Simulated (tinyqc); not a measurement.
Inside a calculation: band gaps under pressure and temperature from deformation potentials. Values are carried at full precision from step to step, so a last printed digit may differ when a step is redone from the rounded ones.

Murnaghan: V/V0 = (1 + Bp P/B0)^(-1/Bp), B0 = (C11 + 2 C12)/3. Each gap moves by a ln(V/V0) with its volume potential a, and falls with temperature by aV T^2/(T + bV) (Varshni); the two effects are added. No change of phase is considered.

Inputs chosen for the exercise (near those of Ge, the X and L potentials typical of such crystals; the results hold for these values, not for the real material):
- C11 = 126.6 GPa
- C12 = 49 GPa
- Bp = 3.99 (pressure derivative of the bulk modulus)
- P = 2.6 GPa (pressure)
- Eg = 0.914 eV (gap at Gamma to the s-like level at 0 K, 0 GPa)
- EgX = 0.947 eV (gap to X at 0 K, 0 GPa)
- EgL = 0.756 eV (gap to L at 0 K, 0 GPa)
- aG = -9.53 eV (volume potential of the Gamma gap)
- aX = 1.05 eV (volume potential of the X gap)
- aL = -3.36 eV (volume potential of the L gap)
- aV = (0.572, 0.477, 0.497) meV/K (Varshni alpha of Gamma, X, L)
- bV = (302, 219, 244) K (Varshni beta of Gamma, X, L)
- T = 200 K (temperature)
- aT = 6.1 1e-6/K (linear thermal expansion near 300 K)

## Volume under pressure

Give B0, V/V0, ln(V/V0), the change of the lattice constant and the linear estimate -P/B0.

B0 = 74.87 GPa
V/V0 = 0.96800
ln(V/V0) = -0.03252
change of a = -1.078 %
-P/B0 = -0.03473

The stiffening under pressure makes the compression 6.3 % smaller than the linear estimate.

## Gaps at P and T

Give both shifts and the gaps.

pressure shifts (eV): Gamma 0.3100, X -0.0341, L 0.1093

temperature shifts (eV): Gamma -0.0456, X -0.0455, L -0.0448

gaps (eV): Gamma 1.1784, X 0.8673, L 0.8205

The lowest valley is L (indirect gap), 47 meV below X; at 0 K and 0 GPa it is L.

## Pressure coefficients

Expand in P: E = E0 + c1 P + c2 P^2 with c1 = -a/B0 and c2 = a Bp/(2 B0^2).

c1 (meV/GPa): Gamma 127.29, X -14.02, L 44.88

c2 (meV/GPa^2): Gamma -3.392, X 0.374, L -1.196

Gamma and L rise under pressure and X falls, as the signs of the volume potentials say.

## Pressures at which the valleys cross

Two gaps meet at ln(V/V0) = -(E_i - E_j)/(a_i - a_j), with the gaps at T and P = 0; then P = (B0/Bp)(exp(-Bp ln(V/V0)) - 1). A dash marks expansion or a compression beyond ln(V/V0) = -0.3.

Crossings:
```
pair     E_i - E_j (eV)  ln(V/V0)  P (GPa)
Gamma-X         -0.0330   -0.0031     0.24
Gamma-L          0.1572    0.0255        -
L-X             -0.1902   -0.0431     3.52
```

The lowest valley changes at 3.52 GPa (L to X).

## How much of dE/dT is thermal expansion

At 300 K: dE/dT = -aV T (T + 2 bV)/(T + bV)^2; expansion alone gives 3 aT a; the rest is electron-phonon coupling.

dE/dT (meV/K): Gamma -0.4280, X -0.3921, L -0.3970

from expansion (meV/K): Gamma -0.1744, X 0.0192, L -0.0615

remainder (meV/K): Gamma -0.2536, X -0.4113, L -0.3355

Expansion supplies 41 % of the slope at Gamma and 15 % at L; at X it works against the fall.

## Checks

- Slope of the Gamma gap at P = 0 by finite differences against c1 (meV/GPa): both 127.29.

Program tinyqc; command `OMP_NUM_THREADS=1 python tinyqc.py 1050627 1050628 out.jsonl`; about 0.01 s on one thread of a shared Intel(R) Xeon(R) Processor @ 2.30GHz.
